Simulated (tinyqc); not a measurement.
Current of a Schottky diode by thermionic-emission-diffusion theory, and its read-back from I-V-T and C-V data. Changing the junction voltage V. Computed by tinyqc, a small Python program. Command: `OMP_NUM_THREADS=1 python tinyqc.py 3030030 3030031 out.jsonl schottky sweep`. One thread of a shared host (Intel(R) Xeon(R) Processor @ 2.30GHz), about 0.01 s of CPU time with the checks.

Full ionisation, no tunnelling, no recombination current. V is the voltage across the junction itself, forward positive.

Inputs (values chosen for the exercise, modelled on n-type Ga2O3):
```
quantity                                     value           unit
Richardson constant A*                          33   A/(cm^2 K^2)
effective density of states at 300 K, N_c  3.8e+18         1/cm^3
permittivity eps                              10.2              -
mobility mu                                    110     cm^2/(V s)
barrier without image force phi_0 (mean)      1.26             eV
doping N                                   1.6e+17         1/cm^3
series resistance R_s                          1.3  milliohm cm^2
temperature T                                  350              K
standard deviation sigma                       110            meV
relative change of sigma^2 with bias, rho     0.59            1/V
```

Barrier: Gaussian spread of heights.

Constants: k_B = 8.617333262e-05 eV/K; e = 1.602176634e-19 C; eps_0 = 8.8541878128e-12 F/m.

Method:
- N_c(T) = N_c (T/300 K)^(3/2); V_bi = phi_0 - (k_B T/e) ln(N_c(T)/N); surface field F = sqrt(2 e N (V_bi - V - k_B T/e)/(eps eps_0)); image lowering d_phi = sqrt(e F/(4 pi eps eps_0)); effective barrier phi = phi_0 - d_phi - sigma^2 (1 - rho V)/(2 k_B T).
- Collection velocity v_R = A* T^2/(e N_c(T)); diffusion velocity v_D = mu F; J = e N_c(T) v_R/(1 + v_R/v_D) exp(-phi/k_B T) [exp(e V/k_B T) - 1].
- Terminal voltage V + J R_s.
- Ideality n = (e/k_B T)/(d ln J/dV) by a central difference of +/- 1 mV; J_0 = J exp(-e V/(n k_B T)); apparent barrier phi_IV = k_B T ln(A* T^2/J_0); a C-V plot gives phi_CV = phi_0, the mean without lowering.

One run for each value:
```
junction voltage V (V)  current density J (A/cm^2)  ideality factor n  image lowering (meV)  terminal voltage (V)
0.15                                    1.0071e-06             1.1478                57.665                 0.150
0.27                                    3.1460e-05             1.1596                55.807                 0.270
0.40                                    1.2860e-03             1.1638                53.559                 0.400
0.52                                    3.8987e-02             1.1689                51.199                 0.520
0.64                                    1.1605e+00             1.1766                48.457                 0.642
0.76                                    3.3570e+01             1.1895                45.151                 0.804
0.89                                    1.2118e+03             1.2188                40.480                 2.465
1.00                                    2.2483e+04             1.2971                34.645                30.227
```

Over the rows, current density J (A/cm^2) rises from 1.01e-6 to 22500 (exponent d ln y / d ln x 5.9 between the first rows and 25 between the last); ideality factor n rises from 1.15 to 1.30 (exponent d ln y / d ln x 0.017 between the first rows and 0.53 between the last); image lowering (meV) falls from 57.7 to 34.6 (exponent d ln y / d ln x -0.056 between the first rows and -1.3 between the last).

Caution (rows 0.890, 1.00): the series resistance drops more than 1 V, so self-heating would matter at this junction voltage.
